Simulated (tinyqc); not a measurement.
Length offset and series resistance from crossing lines.

Question. R_total = Rs + k (L - dL)/Vo with constant Rs, dL and k. Find k, dL and Rs.

R_total at (L, Vo) = (45, 0.32), (90, 0.32), (45, 0.98) and (90, 0.98), L in nm and Vo in V (ohm um): [296.18750, 450.87500, 217.93878, 268.44898]

Answer. At each overdrive R is a straight line in L with slope k/Vo; the two lines cross at L = dL, R = Rs.

k = 1.100 ohm um V/nm
dL = 11.20 nm
Rs = 180.0 ohm um

Computed by the program tinyqc: `OMP_NUM_THREADS=1 python tinyqc.py 2282287 2282288 out.jsonl`, one thread of a shared Intel Xeon 2.30GHz, about 0.03 s for the whole run.
